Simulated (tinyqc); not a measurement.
Fully depleted semiconductor-on-insulator film with two gates, non-linear Poisson equation by Newton steps: one step of the calculation.

One dimension across the film, front interface at x = 0, back interface at x = ts. psi is counted from the intrinsic level, n = ni exp(psi/Vt) (source grounded), holes neglected, acceptors ionised. Gates act through Cox = eps0 eox/tox and Cbox = 3.9 eps0/tb with potentials G1 = Vg - (phiM - chi - Vt ln(Nc/ni)) and G2 = Vb - (phiB - chi - Vt ln(Nc/ni)). Classical Boltzmann densities, no interface charge, no depletion in the back plane.

Problem. Density, residual and Jacobian diagonal. Nodes 0 to 10, h = ts/10, box widths w = h (h/2 at both ends), a = eps0 eps_r/h. F_i = a (psi_(i+1) - 2 psi_i + psi_(i-1)) - q w_i (n_i + Na); F_0 = a (psi_1 - psi_0) + Cox (G1 - psi_0) - q w_0 (n_0 + Na); F_10 = a (psi_9 - psi_10) + Cbox (G2 - psi_10) - q w_10 (n_10 + Na). Diagonal b_i = -2 a - q w_i n_i/Vt, with -a - Cox and -a - Cbox in place of -2 a at the ends.

Inputs (values chosen for the exercise); band and dielectric values close to those of germanium: temperature T = 300 K; relative permittivity of the gate insulator (close to silicon dioxide) eox = 3.9; insulator thickness tox = 2.2 nm; film thickness ts = 9.5 nm; buried-oxide thickness (eps_r 3.9) tb = 110 nm; acceptor density of the film Na = 5.8e16 cm^-3.

Constants: q = 1.602176634e-19 C, kB = 1.380649e-23 J/K, Vt = kB T/q, eps0 = 8.8541878128e-14 F/cm where lengths are in cm. Results are converted to the units shown.

psi at the start, node 0 to 10 (V): 0.3  0.3  0.3  0.3  0.3  0.3  0.3  0.3  0.3  0.3  0.3
ni = 2.9302962e13 cm^-3
a = 14.912316 uF/cm^2
G1 = 0.81062632 V
G2 = -0.26937368 V

Give: n; residual F; diagonal b.

Solution.

```
node  n (cm^-3)  residual F (1e-7 C/cm^2)  diagonal b (F/cm^2)
0     3.2114e18                    7.7660           -1.7427e-5
1     3.2114e18                   -0.4976           -3.1715e-5
2     3.2114e18                   -0.4976           -3.1715e-5
3     3.2114e18                   -0.4976           -3.1715e-5
4     3.2114e18                   -0.4976           -3.1715e-5
5     3.2114e18                   -0.4976           -3.1715e-5
6     3.2114e18                   -0.4976           -3.1715e-5
7     3.2114e18                   -0.4976           -3.1715e-5
8     3.2114e18                   -0.4976           -3.1715e-5
9     3.2114e18                   -0.4976           -3.1715e-5
10    3.2114e18                   -0.4275           -1.5889e-5
```

Program tinyqc, `OMP_NUM_THREADS=1 python tinyqc.py 2190126 2190127 out.jsonl`; Intel Xeon 2.30GHz, shared host, one thread, about 0.4 s.
